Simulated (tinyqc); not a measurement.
Full result against the linear law: strain, valley repopulation and piezoresistance in a many-valley conduction band. Computed by tinyqc, a small Python program. Command: `OMP_NUM_THREADS=1 python tinyqc.py 3010498 3010499 out.jsonl valleys walk`. One thread of a shared host (Intel(R) Xeon(R) Processor @ 2.30GHz), about 0.03 s of CPU time with the checks.

Valleys are ellipsoids with mass m_l along the axis a and m_t across it, parabolic, with one constant relaxation time; strain shifts the valleys and leaves the masses alone. Currents are taken along [100], in the plane, and along [001], across the plane.

Inputs (values chosen for the exercise, modelled on silicon):

| quantity | value | unit |
|---|---|---|
| longitudinal mass m_l | 0.895 | m_0 |
| transverse mass m_t | 0.19 | m_0 |
| shear deformation potential Xi_u | 8.97 | eV |
| dilation deformation potential Xi_d | 1.1 | eV |
| C11 | 164 | GPa |
| C12 | 64.1 | GPa |
| C44 | 79.3 | GPa |
| electron density n | 8.7e+18 | 1/cm^3 |
| relaxation time tau | 120 | fs |
| temperature T | 500 | K |

Valley axes: <100> (6 valleys in 3 pairs). Load: biaxial in the (001) plane.

Constants: k_B = 8.617333262e-05 eV/K; m_0 = 9.1093837015e-31 kg; k_B = 1.380649e-23 J/K; hbar = 1.054571817e-34 J s; e = 1.602176634e-19 C.

Method:
- Each of the 6 valleys holds n_v = N_v (2/sqrt(pi)) F_1/2((E_F - dE_v)/(k_B T)), N_v = 2 (m_d k_B T/(2 pi hbar^2))^(3/2), m_d = (m_l m_t^2)^(1/3); E_F solves sum n_v = n and is counted from the unstrained edge.
- F_j(eta) = int_0^infinity x^j/(1 + exp(x - eta)) dx, without a gamma-function factor. It is evaluated after integrating by parts.
- Integrals over x = E/(k_B T) use 160 Gauss-Legendre points in u = sqrt(x) from 0 to sqrt(max(eta, 0) + 32).
- With eta_0 the reduced Fermi level without strain, r = F_-1/2(eta_0)/(2 F_1/2(eta_0)) (1 for a classical gas) and c = r (Xi_u/k_B T) (m_l - m_t)/(2 m_l + m_t): pi11 = -(2/3) c (S11 - S12), pi12 = -pi11/2, pi44 = 0, with S11 - S12 = 1/(C11 - C12).
- Compliances S11 = (C11 + C12)/((C11 - C12)(C11 + 2 C12)), S12 = -C12/((C11 - C12)(C11 + 2 C12)), S44 = 1/C44; stress sigma_xx = sigma_yy = X, all else 0; e_xx = S11 sigma_xx + S12 (sigma_yy + sigma_zz), e_xy = S44 sigma_xy/2 (tensor strain).
- Herring-Vogt shift of a valley with unit axis a: dE = Xi_d tr(e) + Xi_u a.e.a.
- Mobility tensor mu = e tau sum_v (n_v/n) [1/m_t + (1/m_l - 1/m_t) a a^T]; unstrained mu_0 = e tau (1/m_l + 2/m_t)/3; resistivity along d from the inverse tensor, rho_d = d.mu^-1.d/(n e), mobility along d = 1/(d.mu^-1.d); gauge pi_d = (rho_d/rho_0 - 1)/X.
- Linear theory: pi = pi11 + pi12 in the plane and 2 pi12 across it.

pi11 = -46.9951 1e-11/Pa

pi12 = 23.4975 1e-11/Pa

Resistance changes (%); at 2000 MPa the strain is near or above 1 %, where band warping, left out here, matters:

| X (MPa) | splitting (meV) | largest share | first direction | linear | second direction | linear |
|---|---|---|---|---|---|---|
| -2000 | 179.58 | 0.49585 | 21.007 | 46.995 | -25.77 | -93.990 |
| -1000 | 89.79 | 0.46889 | 16.932 | 23.498 | -22.46 | -46.995 |
| -400 | 35.92 | 0.40814 | 8.684 | 9.399 | -13.78 | -18.798 |
| -150 | 13.47 | 0.36463 | 3.459 | 3.525 | -6.27 | -7.049 |
| -50 | 4.49 | 0.34415 | 1.169 | 1.175 | -2.26 | -2.350 |
| 50 | 4.49 | 0.35566 | -1.179 | -1.175 | 2.44 | 2.350 |
| 150 | 13.47 | 0.40208 | -3.541 | -3.525 | 7.92 | 7.049 |
| 400 | 35.92 | 0.52382 | -9.234 | -9.399 | 25.55 | 18.798 |
| 1000 | 89.79 | 0.78321 | -19.373 | -23.498 | 92.51 | 46.995 |
| 2000 | 179.58 | 0.96529 | -25.235 | -46.995 | 207.74 | 93.990 |

What does the comparison show, and why?

Along the first direction the linear law holds within 10 % for 6 of the 10 stresses, at -400, -150, -50.0, 50.0, 150, 400 MPa. At the largest compression the full change is +21.0 % against the linear +47.0 %, at the largest tension -25.2 % against -47.0 %: once the splitting is comparable with k_B T (or E_F) the populations no longer follow it linearly, and the change must saturate when the upper valleys are empty.

Extremes, crossings and ranges named in words are read from the listed rows.
